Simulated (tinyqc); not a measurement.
Thermal RC ladder, step response: one step of the calculation.

A ladder of 3 nodes: R_i joins node i to node i + 1, the last R to the ambient; C_i is the heat capacity of node i; theta is the rise above ambient, zero at t = 0. d theta/dt = -A theta + b with b = (Pw/C_1, 0, ...), times in ms.

Task. The rate matrix. A = C^(-1) K, K_ii = 1/R_(i-1) + 1/R_i (no first term for node 1), K_(i,i+1) = K_(i+1,i) = -1/R_i.

Values chosen for this exercise:
- R = [0.13, 0.11, 0.62] K/W (resistances, junction to ambient)
- C = [0.7, 1.6, 38] mJ/K (heat capacities of the nodes)

Find: A.

Result.

A (1/ms):
```
        node 1  node 2  node 3
node 1   10.99  -10.99    0.00
node 2   -4.81   10.49   -5.68
node 3    0.00   -0.24    0.28
```

Computed by the program tinyqc: `OMP_NUM_THREADS=1 python tinyqc.py 2520111 2520112 out.jsonl`, one thread of a shared Intel Xeon 2.30GHz, about 0.01 s for the whole run.
